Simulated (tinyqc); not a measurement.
Inside a calculation. Method: coherent transport through a tight-binding region between two chains. Computed by tinyqc, a small Python program that keeps every step. Settings: temperature = 300, mu = 0.25. Command: `OMP_NUM_THREADS=1 python tinyqc.py 27371 27372 out.jsonl` (the two numbers bound the seeds that draw the settings). One thread of a shared host (Intel(R) Xeon(R) Processor @ 2.60GHz), about 0.08 s of CPU time with the checks.

## Transmission at E = -0.48 eV

H of the central region (eV):
```
,1,2,3,4,5
1,0.490000,-1.790000,0.000000,0.000000,-1.790000
2,-1.790000,0.170000,-1.790000,0.000000,0.000000
3,0.000000,-1.790000,0.110000,-1.790000,0.000000
4,0.000000,0.000000,-1.790000,0.280000,-1.790000
5,-1.790000,0.000000,0.000000,-1.790000,-0.420000
```

Leads: semi-infinite chains with site energy 0:
```
parameter,value
lead hopping t (eV),2.590000
coupling to the left lead (eV),1.130000
coupling to the right lead (eV),0.640000
left contact site,1
right contact site,4
```

E = -0.480000 eV

Surface Green function g = (E - i sqrt(4 t^2 - E^2)) / (2 t^2); self-energy tc^2 g on each contact site; G = (E - H - Sigma)^(-1); Gamma = -2 Im Sigma; T = Gamma_L Gamma_R |G_LR|^2; local density of states -Im G_ii / pi.

g = -0.035778-0.384439i 1/eV

G (1/eV):
```
,1,2,3,4,5
1,0.711060-0.466525i,0.531351-0.352086i,-0.518111+0.338673i,-0.702125+0.463716i,0.266543-0.083818i
2,0.531351-0.352086i,0.631079-0.265776i,0.256471+0.255575i,-0.546544+0.350016i,-0.453258-0.061751i
3,-0.518111+0.338673i,0.256471+0.255575i,0.611243-0.245866i,0.503659-0.336615i,-0.431134+0.061395i
4,-0.702125+0.463716i,-0.546544+0.350016i,0.503659-0.336615i,0.712555-0.460967i,0.311152+0.081987i
5,0.266543-0.083818i,-0.453258-0.061751i,-0.431134+0.061395i,0.311152+0.081987i,0.567908-0.054628i
```

local density of states (1/eV): 0.148500  0.084599  0.078262  0.146730  0.017389

transmission = 0.218914

## Transmission across the band

The same steps on a grid of energies.

T(E):
```
E (eV),T
-4.92100000,0.000206
-4.42890000,0.002022
-3.93680000,0.024383
-3.44470000,0.369814
-2.95260000,0.045838
-2.46050000,0.032107
-1.96840000,0.040214
-1.47630000,0.080460
-0.98420000,0.561213
-0.49210000,0.229927
0.00000000,0.051920
0.49210000,0.023145
0.98420000,0.014796
1.47630000,0.012398
1.96840000,0.014001
2.46050000,0.026556
2.95260000,0.356547
3.44470000,0.005521
3.93680000,0.001402
4.42890000,0.000299
4.92100000,0.000046
```

levels of the isolated region (eV): -3.474047  -1.182128  -0.791531  2.953114  3.124591

## Current

I = (2e/h) int T(E) [f(E - mu - V/2) - f(E - mu + V/2)] dE at 300 K with mu = 0.25 eV, the bias not changing H; 2e^2/h = 77.48092 microsiemens; the integral runs over the band on 4001 points.

Current:
```
V (volt),I (microampere)
0.010000,0.025335
0.050000,0.126731
0.100000,0.253818
0.200000,0.510506
0.400000,1.044653
0.800000,2.302463
```
